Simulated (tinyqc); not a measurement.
Bond length, ionicity and dielectric constant: Penn model of the dielectric constant and Phillips ionicity.

n = 32/a^3; Ep^2 = 8 pi c e2 n with c = hbar^2/2m0, e2 = e^2/(4 pi eps0); EF = c (3 pi^2 n)^(2/3); eps = 1 + (Ep/Eg)^2 S with S = 1 - Eg/(4 EF) + (Eg/(4 EF))^2/3, Eg the Penn gap. Core d shells are left out.

Phillips: bond length d = sqrt(3) a/4; homopolar gap Eh = 39.74 d^(-2.48) eV (d in angstrom); Eg^2 = Eh^2 + C^2; ionicity fi = C^2/Eg^2.

Constants: hbar^2/2m0 = 3.80998211 eV angstrom^2; e^2/(4 pi eps0) = 14.39964547 eV angstrom.

Each case gives a and C, chosen for the exercise.

Results:
```
case          a (angstrom)  C (eV)  Eh (eV)  Eg (eV)  Ep (eV)    eps     fi
near GaN             4.517    7.08     7.53    10.33    21.88   4.87  0.469
near GaSb            6.113    2.21     3.55     4.19    13.90  10.89  0.279
near diamond         3.580    0.00    13.40    13.40    31.01   5.75  0.000
near InP             5.845    3.17     3.97     5.08    14.86   8.58  0.389
near Ge              5.632    0.00     4.36     4.36    15.72  12.83  0.000
near CdTe            6.512    4.76     3.04     5.65    12.64   5.24  0.710
```

eps runs from 4.87 (near GaN) to 12.83 (near Ge). Eg varies by a factor 3.20 and Ep by 2.45; the order of eps is not simply the reverse order of Eg, since Ep varies too. Without the d-shell correction the model runs low for the heavier compounds.

tinyqc: `OMP_NUM_THREADS=1 python tinyqc.py 1681136 1681137 out.jsonl`; about 0.01 s, one thread, shared Intel(R) Xeon(R) Processor @ 2.30GHz.
